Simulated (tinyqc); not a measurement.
Square on-chip spiral inductor, lumped pi model: two steps of the calculation.

Outer diameter do = di + 2 n wd + 2 (n - 1) sp, mean da = (do + di)/2, fill p = (do - di)/(do + di), length l = 4 n da. L = 2.34 mu0 n^2 da/(1 + 2.75 p), mu0 = 4 pi 1e-7 H/m. Rs = rho l/(wd delta (1 - exp(-th/delta))), delta = sqrt(rho/(pi f mu0)). Cs = n wd^2 eps0 eo/hu across the coil. At each end Cox = l wd eps0 eo/(2 ho) leads to the substrate branch Rsi = 2 rs he/(l wd) in parallel with Csi = l wd eps0 11.7/(2 he). With one end grounded Y = 1/(Rs + i w L) + i w Cs + 1/[1/(i w Cox) + 1/(1/Rsi + i w Csi)], w = 2 pi f; Q = -Im Y/Re Y. Eddy currents in neighbouring turns and in the substrate are left out.

Parameters, values chosen for the exercise; values of the order met in silicon radio-frequency processes:
- n = 5.5 (number of turns)
- wd = 6 um (line width)
- sp = 1.5 um (space between turns)
- di = 100 um (inner diameter)
- th = 0.9 um (metal thickness)
- rho = 1.9 uohm cm (metal resistivity)
- ho = 8.6 um (oxide below the coil)
- hu = 0.9 um (oxide between coil and underpass)
- eo = 3.9 (relative permittivity of the oxide)
- rs = 100 ohm cm (substrate resistivity)
- he = 50 um (effective spreading depth in the substrate)
- f = 9.8 GHz (frequency)

Constants: eps0 = 8.8541878128e-12 F/m. Results are converted to the units shown.

Question 1. Geometry and model elements. do, l, L, delta, Rs, Cs, Cox, Rsi and Csi as defined.

Give: do; l; L; delta; Rs; Cs; Cox; Rsi; Csi.

Answer 1.

do = 179.50 um
l = 3074.5 um
L = 6.9750 nH
delta = 0.70078 um
Rs = 19.212 ohm
Cs = 7.5969 fF
Cox = 37.035 fF
Rsi = 5420.9 ohm
Csi = 19.110 fF

Question 2. Admittance, quality factor and apparent inductance. Series branch 1/(Rs + i w L), substrate branch, total Y, Q = -Im Y/Re Y, apparent inductance Im(1/Y)/w, metal-only value w L/Rs, share of the loss in the substrate Re(substrate branch)/Re Y.

L = 6.9750350 nH
Rs = 19.211665 ohm
Cs = 7.5968931 fF
Cox = 37.034854 fF
Rsi = 5420.9357 ohm
Csi = 19.109985 fF

Wanted: series branch; substrate branch; Y; Q; apparent inductance; w L/Rs; share of the loss in the substrate.

Answer 2.

series branch = 0.104-2.324i mS
substrate branch = 0.0800+0.7805i mS
Y = 0.184-1.075i mS
Q = 5.846
apparent inductance = 14.67 nH
w L/Rs = 22.36
share of the loss in the substrate = 43.50 %

Q is 26.1 % of the metal-only value.

Computed by the program tinyqc: `OMP_NUM_THREADS=1 python tinyqc.py 2302106 2302107 out.jsonl`, one thread of a shared Intel Xeon 2.30GHz, about 0.01 s for the whole run.
